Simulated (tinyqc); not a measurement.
Worked calculation: virtual-crystal alloy in the empirical-pseudopotential method. Values are carried at full precision from step to step, so a last printed digit may differ when a step is redone from the rounded ones.

Virtual crystal A(1-x)B(x): a = (1 - x) a_A + x a_B. Rule linear: V = (1 - x) V_A + x V_B. Rule volume: V = [(1 - x) a_A^3 V_A + x a_B^3 V_B]/a^3, since a form factor is an atomic potential divided by the cell volume.

Constants: hbar^2/2m0 = 3.80998211 eV angstrom^2; Ry = 13.60569312 eV.

Inputs chosen for the exercise (classic local form factors of the size used for GaAs (A) and InAs (B), which place X and L only to a few tenths of an eV; not measured data):
```
symbol  value                   unit      meaning
a       (5.644, 6.032)          angstrom  lattice constants of A, B
VSA     (-0.229, 0.011, 0.059)  Ry        symmetric form factors of A
VAA     (0.068, 0.051, 0.011)   Ry        antisymmetric form factors of A
VSB     (-0.224, 0, 0.05)       Ry        symmetric form factors of B
VAB     (0.08, 0.05, 0.029)     Ry        antisymmetric form factors of B
rule    linear                            mixing rule
x       0.18                              fraction of B
```

## The virtual crystal

Form a, the two weights and the form factors.

a = 5.7138 angstrom

weights of A and B: [0.82000, 0.18000]

VS at 3, 8, 11 (Ry): [-0.22810, 0.00902, 0.05738]

VA at 3, 4, 11 (Ry): [0.07016, 0.05082, 0.01424]

## The six lowest plane waves at X

Empirical pseudopotential on the fcc lattice, atoms at +/- tau, tau = a (1,1,1)/8, no spin-orbit coupling. H(G,G') = c (2 pi/a)^2 |k + G|^2 delta + VS(q) cos(q.tau) + i VA(q) sin(q.tau), q = G - G', c = hbar^2/2m0; k and G in units of 2 pi/a; VS at |q|^2 = 3, 8, 11 and VA at 3, 4, 11, in rydberg, zero elsewhere. At each k the basis holds all G with |k + G|^2 up to 16; energies are counted from the fourth level at Gamma.

k = (1,0,0) with the small basis G = (0,0,0), (-2,0,0), (-1,1,1), (-1,-1,-1), (-1,1,-1), (-1,-1,1) in place of the full one.

H in this small basis (eV), rows 000, -200, -1+1+1, -1-1-1, -1+1-1, -1-1+1 and columns alike:
```
[[4.607, 0.691i, -2.194-0.675i, 2.194+0.675i, -2.194+0.675i, -2.194+0.675i],
 [-0.691i, 4.607, 2.194-0.675i, -2.194+0.675i, -2.194-0.675i, -2.194-0.675i],
 [-2.194+0.675i, 2.194+0.675i, 9.214, -0.123, 0.691i, 0.691i],
 [2.194-0.675i, -2.194-0.675i, -0.123, 9.214, -0.691i, -0.691i],
 [-2.194-0.675i, -2.194+0.675i, -0.691i, 0.691i, 9.214, 0.123],
 [-2.194-0.675i, -2.194+0.675i, -0.691i, 0.691i, 0.123, 9.214]]
```

## Levels in the small basis

Diagonalise; the gap between the fourth and fifth level is a first estimate of the direct gap at X.

levels (absolute scale of H) (eV): [-0.149, 3.937, 9.091, 9.091, 12.019, 12.081]

gap = 2.927 eV

The full basis gives 3.916 eV for this gap.

## The lowest conduction band along Gamma-X and at L

Full basis at each k.

Levels (eV):
```
k           band 3  band 4  band 5  band 6
L           -0.881  -0.881   1.608   4.904
(0.00,0,0)   0.000   0.000   1.200   4.413
(0.20,0,0)  -0.338  -0.338   2.554   3.868
(0.40,0,0)  -1.011  -1.011   2.913   3.937
(0.60,0,0)  -1.645  -1.645   2.190   3.383
(0.70,0,0)  -1.878  -1.878   1.953   2.903
(0.80,0,0)  -2.047  -2.047   1.809   2.506
(0.85,0,0)  -2.106  -2.106   1.767   2.353
(0.90,0,0)  -2.149  -2.149   1.743   2.235
(1.00,0,0)  -2.184  -2.184   1.731   2.133
```

On these points band 5 is lowest at (0.00,0,0), 1.200 eV above the valence top: in this model the gap is direct, by a margin of 408 meV.

## Checks

- Fifth band at (0.85,0,0) against the equivalent point (0,0,-0.85), on the absolute scale of H (eV): both 10.3463.

tinyqc: `OMP_NUM_THREADS=1 python tinyqc.py 1051255 1051256 out.jsonl`; about 0.2 s, one thread, shared Intel(R) Xeon(R) Processor @ 2.30GHz.
